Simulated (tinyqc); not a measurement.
The solidus: solid solubility of a dopant against its melt (retrograde solidus), clustering and the electrically active fraction. Computed by tinyqc, a small Python program. Command: `OMP_NUM_THREADS=1 python tinyqc.py 3019133 3019134 out.jsonl retro walk`. One thread of a shared host (Intel(R) Xeon(R) Processor @ 2.30GHz), about 0.01 s of CPU time with the checks.

Inputs (values chosen for the exercise, for a model dopant):

| quantity | value | unit |
|---|---|---|
| melting point of the host T_m | 1687 | K |
| heat of melting of the host H_f | 50.2 | kJ/mol |
| interaction L of the melt | 12 | kJ/mol |
| enthalpy of transfer from melt to solid H | 0.843 | eV |
| entropy of transfer S | -3.91 | k_B |
| site density N0 | 5e+22 | 1/cm^3 |

Constants: R = 8.314462618 J/(mol K); k_B = 8.617333262e-05 eV/K; e = 1.602176634e-19 C; N_A = 6.02214076e+23 1/mol.

Method. x_l and x_s are atom fractions of the dopant in melt and solid; the solid is dilute. Liquidus of the host: R T ln(1 - x_l) + L x_l^2 = -H_f (1 - T/T_m). Distribution: k = x_s/x_l = exp[L (1 - x_l)^2/(R T)] exp(S/k_B - H/(k_B T)), the first factor being the activity coefficient in the melt. Solubility = x_s N0; at T_m x_l = 0. The largest x_s N0 between 900 K and T_m. For an ideal melt with constant heats the maximum has x_l = H_f/(H + H_f), H in the same units.

largest solubility = 9.51347e+17 1/cm^3

temperature of the maximum = 1531.52 K

Against temperature:

| T (K) | x_l | k | solubility (1/cm^3) | over the maximum |
|---|---|---|---|---|
| 1000 | 0.97852 | 1.1315e-06 | 5.5361e+16 | 0.05819 |
| 1100 | 0.95527 | 2.7590e-06 | 1.3178e+17 | 0.13852 |
| 1200 | 0.91440 | 5.8249e-06 | 2.6632e+17 | 0.27994 |
| 1300 | 0.84364 | 1.1107e-05 | 4.6851e+17 | 0.49247 |
| 1400 | 0.71766 | 2.0088e-05 | 7.2081e+17 | 0.75767 |
| 1500 | 0.49377 | 3.7726e-05 | 9.3139e+17 | 0.97903 |
| 1580 | 0.26344 | 6.7327e-05 | 8.8683e+17 | 0.93219 |
| 1640 | 0.10644 | 1.0387e-04 | 5.5280e+17 | 0.58107 |
| 1675 | 0.02588 | 1.3200e-04 | 1.7078e+17 | 0.17952 |

What does the comparison show, and why?

Between the first rows the Arrhenius energy of the solubility is 0.82 eV, against H = 0.843 eV; it shrinks to zero at 1532 K and turns negative beyond. A crystal saturated at the maximum precipitates dopant-rich liquid on cooling and on heating alike. Below a eutectic or compound temperature another phase would set the limit.

Extremes, crossings and ranges named in words are read from the listed rows.
